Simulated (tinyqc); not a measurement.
Electron-beam lithography: double-Gaussian proximity function, edge placement and dose correction for parallel lines: one step, computed by the program tinyqc.

Lines are infinitely long. Absorbed energy is counted so that the middle of a very large area written at dose 1 receives 1; the resist develops where it exceeds 1/2.

Task: Interaction matrix. f(r) = [exp(-r^2/alpha^2)/alpha^2 + eta exp(-r^2/beta^2)/beta^2]/(pi (1 + eta)). A line from a to b at dose d gives E(x) = d [S(alpha) + eta S(beta)]/(1 + eta), S(s) = [erf((b - x)/s) - erf((a - x)/s)]/2. M_ij is the mean of E at the two edges of line i from line j at dose 1.

Inputs (values chosen for the exercise, of the order of those for 100 keV electrons in resist on silicon): forward range alpha = 0.0092 micrometre; backscatter range beta = 30 micrometre; backscatter ratio eta = 0.64.

Lines (micrometre):
```
line,left edge,right edge,centre
1,0.000,0.092,4.600000e-02
2,2.792,2.881,2.836500e+00
3,4.481,4.517,4.499000e+00
4,4.576,10.376,7.476000e+00
5,12.376,27.376,1.987600e+01
```

Give: M.

Result:

M:
```
,1,2,3,4,5
1,0.30555,0.00065,0.00026,0.03992,0.07092
2,0.00067,0.30553,0.00026,0.04144,0.07914
3,0.00066,0.00065,0.30514,0.04202,0.08382
4,0.00063,0.00063,0.00026,0.34692,0.09099
5,0.00043,0.00046,0.00020,0.03436,0.40644
```
